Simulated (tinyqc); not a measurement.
Off-state leakage of single and stacked transistors: one step of the calculation.

n-channel devices of unit width. Subthreshold current I(Vg, Vs, Vd) = I0 (T/300 K)^0.5 exp[(Vg - Vs - VT(T) - gb (Vs - Vb) + dd (Vd - Vs))/(nf Vt)] (1 - exp(-(Vd - Vs)/Vt)), VT(T) = VT - cT (T - 300 K). Gate-edge tunnelling Ig (Vd/1 V) exp(ag (Vd - 1 V)), for a gate at 0 V, and band-to-band leakage Ab u exp(-Bb/u), u = Vd - Vb + 1 V, flow at a drain held at V; both are taken as independent of T. In a stack of off transistors (all gates at 0 V) the same subthreshold current passes through each.

Question. Leakage of one transistor. Vg = Vs = 0, Vd = V; effective threshold VT(T) - gb Vb - dd V.

Values chosen for this exercise; values of the order met in bulk silicon logic transistors: temperature T = 330 K; supply voltage V = 1.2 V; threshold at 300 K, zero drain and body bias VT = 0.33 V; fall of the threshold with temperature cT = 0.5 mV/K; current at threshold at 300 K I0 = 0.54 uA/um; slope factor nf = 1.37; drain-induced lowering per volt dd = 0.16; rise of the threshold per volt of source-body bias gb = 0.15; gate-edge tunnelling current at 1 V Ig = 0.0007 uA/um; exponential slope of the gate current ag = 3.6 1/V; prefactor of band-to-band leakage at the drain Ab = 30 uA/(um V); its exponential voltage Bb = 23 V; body voltage Vb = 0 V.

Constants: q = 1.602176634e-19 C, kB = 1.380649e-23 J/K, Vt = kB T/q. Results are converted to the units shown.

Find: effective threshold; parts; total; shares.

Answer.

effective threshold = 0.1230 V
parts (nA/um): subthreshold 24.10, gate edge 1.726, band-to-band 1.902
total = 27.72 nA/um
shares (%): subthreshold 86.92, gate edge 6.225, band-to-band 6.860

The subthreshold part is the largest.

Program tinyqc, `OMP_NUM_THREADS=1 python tinyqc.py 2242047 2242048 out.jsonl`; Intel Xeon 2.30GHz, shared host, one thread, about 0.03 s.
